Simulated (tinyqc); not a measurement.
Optical gain and spontaneous emission in a bulk direct-gap semiconductor: sweeps and comparisons. A value that a table varies takes the place of the one given here.

Parabolic bands, vertical transitions, no excitons. For each hole band j: mr = me mj/(me + mj); joint density of states J_j(E) = (mr/c)^(3/2) sqrt(E - Eg)/(2 pi^2), both spins, c = hbar^2/2m0; averaged matrix element |e.p|^2 = m0 Ep/6; alpha_j(E) = 4 pi^2 alpha_f c Ep J_j/(3 nr E) in 1/angstrom (alpha_f the fine-structure constant, listed as alpha among the constants), times 1e8 for 1/cm.

F_j(eta) = (1/Gamma(j + 1)) integral_0^infinity x^j dx/(1 + exp(x - eta)), which tends to exp(eta) for eta << 0.

Quasi-Fermi levels: n = Nc F_1/2(Fc/kT) and p = Nv F_1/2(Fv/kT), Fc counted up from the conduction edge and Fv down from the valence edge; Nc, Nv from N = 2 (m kB T/(4 pi c))^(3/2) with c = hbar^2/2m0, in 1/angstrom^3; times 1e24 for 1/cm^3, with me and (mhh^(3/2) + mlh^(3/2))^(2/3).

For band j the electron sits at Ee = (E - Eg) mr/me above its edge and the hole at Eh = (E - Eg) mr/mj; fe = 1/(1 + exp((Ee - Fc)/kT)), fh = 1/(1 + exp((Eh - Fv)/kT)); gain g = sum_j alpha_j (fe + fh - 1).

Spontaneous rate: R = integral of (nr E/(hbar c))^2/(pi^2 hbar) sum_j alpha_j fe fh dE, with alpha in 1/cm and (nr E/(hbar c))^2 in 1/cm^2 (1e16 per 1/angstrom^2); B = R/(n p); lifetime n/R.

Constants: hbar^2/2m0 = 3.80998211 eV angstrom^2; fine-structure constant alpha = 0.007297352564; kB = 8.617333262e-05 eV/K; hbar = 6.58211957e-16 eV s; hbar c = 1973.269805 eV angstrom.

Parameters, chosen for this exercise (near those of GaAs; the results hold for these values, not for the real material): Eg = 1.413 eV (direct gap); me = 0.066 m0 (electron mass); mhh = 0.494 m0 (heavy-hole mass); mlh = 0.0849 m0 (light-hole mass); Ep = 24.9 eV (Kane energy); nr = 3.55 (refractive index); T = 350 K; n = 5e+18 1/cm^3 (injected density, n = p).

## Peak gain against injection

The peak is the largest g over E; a dash marks no gain.

Gain:
```
n (1/cm^3)  Fc (eV)  Fv (eV)  peak gain (1/cm)  peak E - Eg (eV)  B (cm^3/s)
7.6e+17      0.0253  -0.0819                 -                 -    1.77e-10
1.2e+18      0.0475  -0.0678                 -                 -    1.66e-10
1.7e+18      0.0672  -0.0568                37            0.0036    1.57e-10
2.1e+18      0.0809  -0.0501               180            0.0111    1.50e-10
2.7e+18      0.0992  -0.0419               433            0.0217    1.40e-10
3.5e+18      0.1209  -0.0334               771            0.0347    1.30e-10
4.5e+18      0.1452  -0.0249              1163            0.0492    1.20e-10
6.1e+18      0.1802  -0.0143              1713            0.0688    1.07e-10
```

transparency density (Fc + Fv = 0) = 1.52e+18 1/cm^3

Gain starts at 1.52e+18 1/cm^3, where Fc = -Fv = 0.0604 eV: with Nv/Nc = 22 the electrons must be degenerate before the holes are. The slope of peak gain against n is 3.58e-16 cm^2 between the first two rows with gain and 3.44e-16 between the last two; the peak moves from 0.0036 to 0.0688 eV above the gap as the bands fill, and B falls by a factor 1.66. Line broadening and gap shrinkage are left out.

## Gain spectrum

At the density n.

Spectrum:
```
E - Eg (eV)  alpha, empty (1/cm)  fe, heavy  fh, heavy  g (1/cm)
0.005                       1848      0.994      0.326       584
0.010                       2605      0.993      0.322       800
0.020                       3658      0.990      0.313      1059
0.030                       4449      0.987      0.305      1210
0.045                       5393      0.980      0.293      1323
0.060                       6164      0.969      0.281      1341
0.080                       7022      0.945      0.265      1241
0.100                       7747      0.906      0.250       984
0.130                       8662      0.801      0.229       201
0.170                       9655      0.555      0.203     -1802
0.220                      10647      0.224      0.173     -5088
```

Fc + Fv = 0.1353 eV

g is positive below E - Eg = 0.1353 eV; the largest value listed is 1341 1/cm at 0.060 eV. At 0.220 eV above the gap g is -0.48 times the absorption of the empty crystal, whose limit is -1.

## Transparency density and B against temperature

Eg is held fixed; B is taken at n = 1e15 1/cm^3.

Results:
```
T (K)  transparency density (1/cm^3)  Fc/kT there  B (cm^3/s)
100                         2.32e+17        2.003    1.27e-09
150                         4.25e+17        2.003    6.94e-10
200                         6.55e+17        2.003    4.53e-10
250                         9.15e+17        2.003    3.25e-10
300                         1.20e+18        2.003    2.49e-10
350                         1.52e+18        2.003    1.98e-10
400                         1.85e+18        2.003    1.63e-10
500                         2.59e+18        2.003    1.18e-10
```

Fc/kT at transparency stays at 2.003, since it depends on Nv/Nc alone, so the density goes as T^1.50. B goes as T^-1.48, against T^-1.5 for non-degenerate carriers: hot carriers spread over k and fewer pairs share a wave vector.

## What moves transparency and gain

Transparency is Fc + Fv = 0; the peak is the largest g over E at the density n (0 if none). Each row changes one parameter from the base and keeps the others.

Results:
```
case                transparency density (1/cm^3)  Fc + Fv (eV)  peak gain (1/cm)
base                                     1.52e+18        0.1353              1344
me = 0.0759 m0                           1.74e+18        0.1134              1414
mhh = 0.296 m0                           1.18e+18        0.1607              2158
Ep = 27.4 eV                             1.52e+18        0.1353              1479
T = 390 K                                1.78e+18        0.1254              1124
n = 6.5e+18 1/cm^3                       1.52e+18        0.1763              1837
nr = 3.73                                1.52e+18        0.1353              1279
```

The largest shifts from the base row, up to three for each result and ties (the steps differ in size, so this ranks the rows, not the parameters). transparency density (1/cm^3): mhh -3.41e+17, T +2.67e+17, me +2.19e+17; unchanged at the printed digits by Ep, n and nr. Fc + Fv (eV): n +0.0410, mhh +0.0254, me -0.0219; unchanged at the printed digits by Ep and nr. peak gain (1/cm): mhh +814, n +493, T -220.

(tinyqc, `OMP_NUM_THREADS=1 python tinyqc.py 1680532 1680533 out.jsonl`, Intel(R) Xeon(R) Processor @ 2.30GHz, 1 thread, shared host, about 0.09 s.)
